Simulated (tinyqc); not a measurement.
# Charge pumping in an n-channel transistor, step by step

Program tinyqc, `OMP_NUM_THREADS=1 python tinyqc.py 2030006 2030007 out.jsonl`; Intel Xeon 2.30GHz, shared host, one thread, about 0.01 s. Printed values are rounded.

The gate is pulsed from accumulation to inversion and back. Energies E are counted from the intrinsic level; Dit(E) = D0 [1 + b (2 E/Eg)^2]. During each edge the traps near the bands emit their carriers, and those between Eh and Ee recombine once a cycle.

Values chosen for this exercise; band and dielectric values close to those of silicon:
- T = 300 K (temperature)
- Eg = 1.11 eV (band gap)
- Nc = 2.78e19 cm^-3 (conduction-band density of states at 300 K)
- Nv = 2.67e19 cm^-3 (valence-band density of states at 300 K)
- A = 0.69 um^2 (gate area)
- D0 = 1.3e11 cm^-2 eV^-1 (trap density at midgap)
- b = 0 (rise of the trap density towards the band edges)
- sn = 1.3e-15 cm^2 (cross-section for electrons)
- sp = 2e-15 cm^2 (cross-section for holes)
- vth = 1.3e7 cm/s (thermal velocity at 300 K, one nominal value for electrons and holes)
- dV = 0.95 V (Vth - Vfb)
- Va = 3.2 V (pulse height)
- f = 2e5 Hz (frequency)
- tr = 210 ns (rise time)
- tf = 440 ns (fall time)

Constants: q = 1.602176634e-19 C, kB = 1.380649e-23 J/K, Vt = kB T/q. Results are converted to the units shown.

Range of the model: The Fermi levels of inversion and accumulation are taken to lie beyond Ee and Eh, the flat tops to fill all traps, and no geometric current is added.

## Emission levels

ni = sqrt(Nc Nv) exp(-Eg/(2 Vt)), Eg in volts; emission times te = (dV/Va) tf and th = (dV/Va) tr; Ee = -Vt ln(vth sn ni te), Eh = +Vt ln(vth sp ni th).

ni = 1.29327e10 cm^-3
te = 130.625 ns
th = 62.3438 ns
Ee = 0.270512 eV
Eh = -0.278497 eV

The window covers 49.5 % of the gap.

## Pumped charge and current

Nit = integral of Dit from Eh to Ee = D0 [Ee - Eh + 4 b (Ee^3 - Eh^3)/(3 Eg^2)], Qcp = q A Nit, Icp = f Qcp.

Nit = 7.13712e10 cm^-2
mean Dit = 1.3e11 cm^-2 eV^-1
traps pumped a cycle = 492.461
Icp = 15.7802 pA
